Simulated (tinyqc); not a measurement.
# From one set of inputs to another, one input at a time

Model: carrier lifetime from Shockley-Read-Hall, radiative, Auger and surface recombination. Computed by tinyqc, a small Python program. Command: `OMP_NUM_THREADS=1 python tinyqc.py 3025502 3025503 out.jsonl lifetime ladder`. One thread of a shared host (Intel(R) Xeon(R) Processor @ 2.30GHz), about 0.02 s of CPU time with the checks.

Energies are counted from the top of the valence band. Boltzmann statistics, full ionisation, and equal excess densities of electrons and holes.

The inputs printed are set A. Inputs not listed in the table keep their values of set A, so the rows need not describe a real material.

Inputs (values chosen for the exercise, for a model semiconductor):
```
quantity                          value        unit
gap E_g                            3.11          eV
electron mass m_e                 0.305         m_0
valleys M_c                           1           -
hole mass m_h                     0.576         m_0
temperature T                       350           K
doping N                        6.1e+14       cm^-3
trap level E_t                     1.71          eV
trap density N_t                4.3e+11       cm^-3
electron cross-section sigma_n  4.9e-14        cm^2
hole cross-section sigma_p        3e-15        cm^2
radiative coefficient B         3.3e-11      cm^3/s
Auger coefficient C_n           2.2e-30      cm^6/s
Auger coefficient C_p           2.1e-31      cm^6/s
excess density dn               2.5e+13       cm^-3
generation rate G               2.8e+19  cm^-3 s^-1
diffusion coefficient D             5.5      cm^2/s
surface velocity S                   16        cm/s
thickness W                         2.1  micrometre
```

Doping: n-type. Surface term: two equal surfaces.

Constants: m_0 = 9.1093837015e-31 kg; k_B = 1.380649e-23 J/K; h = 6.62607015e-34 J s; k_B = 8.617333262e-05 eV/K.

Method:
- N_c = 2 M_c (2 pi m_e k_B T/h^2)^(3/2) and N_v = 2 (2 pi m_h k_B T/h^2)^(3/2), masses in units of m_0.
- n_i = sqrt(N_c N_v) exp(-E_g/2 k_B T); majority density N/2 + sqrt(N^2/4 + n_i^2), minority density n_i^2 over it.
- v = sqrt(3 k_B T/m) with m_e or m_h; tau_n0 = 1/(sigma_n v_n N_t), tau_p0 = 1/(sigma_p v_p N_t); n1 = N_c exp(-(E_g - E_t)/k_B T), p1 = N_v exp(-E_t/k_B T).
- The slowest diffusion mode has x tan x = S W/(2 D) with 0 < x < pi/2 (bisection), and tau_s = W^2/(4 x^2 D). The common approximation is W/(2 S) + W^2/(pi^2 D).
- With n = n_0 + dn, p = p_0 + dn and U/dn = 1/tau: (n p - n_i^2)/dn = n_0 + p_0 + dn = s; 1/tau_SRH = s/[tau_p0 (n + n1) + tau_n0 (p + p1)]; 1/tau_rad = B s; 1/tau_Aug = (C_n n + C_p p) s; the rates add, with 1/tau_s.
- Radiative efficiency = tau_eff/tau_rad; effective diffusion length = sqrt(D tau_eff).
- dn solves dn/tau_eff(dn) = G (60 bisections in ln dn between 1e-2 and 1e22 cm^-3); the splitting of the quasi-Fermi levels is k_B T ln(n p/n_i^2).

Each row keeps all changes above it:
```
input moved                               from       to  tau_SRH at dn (s)  radiative efficiency at dn  steady excess density (cm^-3)
set A                                        -        -         4.6719e-05                     0.10761                     1.4112e+14
radiative coefficient B (cm^3/s)       3.3e-11  6.2e-11         4.6719e-05                     0.18471                     1.2763e+14
hole cross-section sigma_p (cm^2)        3e-15  1.7e-14         8.3118e-06                     0.12617                     8.9333e+13
electron cross-section sigma_n (cm^2)  4.9e-14  1.3e-17         3.1656e-04                     0.20201                     1.4031e+14
diffusion coefficient D (cm^2/s)           5.5      2.5         3.1656e-04                     0.20203                     1.4032e+14
generation rate G (cm^-3 s^-1)         2.8e+19  1.1e+22         3.1656e-04                     0.20203                     1.1871e+16
trap level E_t (eV)                       1.71    0.793         3.1656e-04                     0.20203                     1.1871e+16
temperature T (K)                          350      250         3.7456e-04                     0.20253                     1.1871e+16
```

tau_SRH at dn goes from 4.67e-5 to 3.75e-4, a factor 8.02 in all. The largest single move comes from electron cross-section sigma_n (a factor 38.1), and hole cross-section sigma_p works against it (a factor 0.178). Radiative efficiency at dn goes from 0.108 to 0.203, a factor 1.88 in all. The largest single move comes from radiative coefficient B (a factor 1.72), and hole cross-section sigma_p works against it (a factor 0.683). Steady excess density goes from 1.41e14 to 1.19e16, a factor 84.1 in all. The largest single move comes from generation rate G (a factor 84.6). The single moves hold for this order of the switches; the total does not depend on the order.

Extremes, crossings and ranges named in words are read from the listed rows.
